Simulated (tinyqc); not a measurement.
Convergence with the basis: effective-mass impurity with a central-cell term, in a basis of Slater functions. Computed by tinyqc, a small Python program. Command: `OMP_NUM_THREADS=1 python tinyqc.py 3012468 3012469 out.jsonl centralcell walk`. One thread of a shared host (Intel(R) Xeon(R) Processor @ 2.30GHz), about 0.01 s of CPU time with the checks.

The envelope obeys H = -nabla^2 - (2/r) [Z + A exp(-kappa r)] in effective units, with kappa = a*/lambda; positive A deepens the well near the core.

Inputs (values chosen for the exercise, with mass and screening modelled on GaAs):
```
quantity                    value      unit
effective mass m           0.0648       m_0
dielectric constant eps      13.2         -
charge Z of the core            1         -
central-cell strength A        30         -
central-cell range lambda     1.8  angstrom
smallest exponent zeta_1     0.43      1/a*
ratio beta of exponents       2.5         -
```

Impurity: donor, one isotropic band.

Constants: Ry = 13.605693123 eV; a_0 = 0.529177210903 angstrom.

Method:
- Units: Ry* = Ry m/eps^2 and a* = a_0 eps/m, with m in m_0.
- kappa = a*/lambda; the hydrogenic ground state is bound by Z^2 Ry*.
- For s functions exp(-zeta r), with s = zeta_i + zeta_j: S = 2/s^3, T = zeta_i zeta_j S, V = -2 Z/s^2, W = -2 A/(s + kappa)^2; each function is normalised by dividing by sqrt(S_ii S_jj).
- Large basis: zeta_i = 0.06 x 1.6^(i-1), i = 1..22, same formulas; for p functions r exp(-zeta r): S = 24/s^5, T = zeta_i zeta_j S (centrifugal term included), V = -12 Z/s^4, W = -12 A/(s + kappa)^4; overlap eigenvalues below 1e-11 are dropped.
- Binding energies are -E Ry*; the effective quantum number is nu = Z/sqrt(-E); |psi(0)|^2 is given relative to the hydrogenic Z^3/(pi a*^3).
- zeta_i = zeta_1 beta^(i-1), i = 1..n.
- The error is the lowest level above the large-basis value.

kappa = 59.8863 1/a*

Ry* = 5.05997 meV

1s binding energy = 6.00528 meV

Error of the 1s level:
```
n  error (meV)  largest exponent (1/a*)
1   2.5631e+00               4.3000e-01
2   5.8174e-01               1.0750e+00
3   5.2586e-01               2.6875e+00
4   3.9174e-01               6.7188e+00
5   1.5265e-01               1.6797e+01
6   7.6338e-03               4.1992e+01
7   1.4941e-03               1.0498e+02
8   1.4008e-03               2.6245e+02
```

What does the comparison show, and why?

The error falls from 2.56 to 0.00140 meV. It is still falling at n = 8, where the largest exponent has not yet passed kappa by much. Caution: the density at the core is many times hydrogenic, so the result hangs on the model potential inside one cell, where the envelope picture is weak.

Extremes, crossings and ranges named in words are read from the listed rows.
